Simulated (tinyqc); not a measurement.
Changing the spin polarisation P1: two coupled magnetic layers: synthetic antiferromagnet, spin flop, exchange bias and magnetoresistance. Computed by tinyqc, a small Python program. Command: `OMP_NUM_THREADS=1 python tinyqc.py 3020080 3020081 out.jsonl saf sweep`. One thread of a shared host (Intel(R) Xeon(R) Processor @ 2.30GHz), about 0.8 s of CPU time with the checks.

Moments lie in the plane at the angles p1, p2 from the field. Energy per area: E = J1 cos(p1 - p2) + J2 cos^2(p1 - p2) - B M_s (t1 cos p1 + t2 cos p2) + K (t1 sin^2 p1 + t2 sin^2 p2).

Inputs (values chosen for the exercise, for a model stack):

| quantity | value | unit |
|---|---|---|
| saturation magnetisation M_s | 1240 | kA/m |
| thickness t1 | 3.9 | nm |
| thickness t2 | 2.5 | nm |
| antiferromagnetic coupling J1 | 0.99 | mJ/m^2 |
| biquadratic coupling J2 | 0 | mJ/m^2 |
| in-plane anisotropy K | 2.1 | kJ/m^3 |
| field over the saturation field | 0.48 | - |
| spin polarisation P2 | 0.43 | - |
| resistance-area product, parallel | 2.5 | ohm micrometre^2 |

Field direction: along the easy axis.

Method:
- The parallel state is stable while the Hessian at p1 = p2 = 0 is positive: with c = J1 + 2 J2 and u = B M_s + 2K, (u t1 - c)(u t2 - c) > c^2, so B_sat M_s = c (1/t1 + 1/t2) - 2K. B_K = 2K/M_s.
- The lowest minimum of E over both angles (from five starts; of two mirror images the one with p1 >= 0, and for equal layers |p1| <= |p2|).
- Julliere: TMR = 2 P1 P2/(1 - P1 P2). Conductance G(theta) = G0 (1 + P1 P2 cos theta), so RA(theta) = RA_P (1 + P1 P2)/(1 + P1 P2 cos theta); theta = p2 for the layer next to the barrier.

One run for each value:

| spin polarisation P1 | TMR (%) | RA, antiparallel (ohm micrometre^2) |
|---|---|---|
| 0.20 | 18.82 | 2.9705 |
| 0.31 | 30.76 | 3.2690 |
| 0.41 | 42.81 | 3.5702 |
| 0.52 | 57.60 | 3.9400 |
| 0.63 | 74.31 | 4.3578 |
| 0.74 | 93.34 | 4.8335 |
| 0.84 | 113.09 | 5.3272 |
| 0.95 | 138.12 | 5.9531 |

Over the rows, TMR (%) rises from 18.8 to 138 (exponent d ln y / d ln x 1.1 between the first rows and 1.6 between the last); RA, antiparallel (ohm micrometre^2) rises from 2.97 to 5.95 (exponent d ln y / d ln x 0.22 between the first rows and 0.90 between the last).

Extremes, crossings and ranges named in words are read from the listed rows.
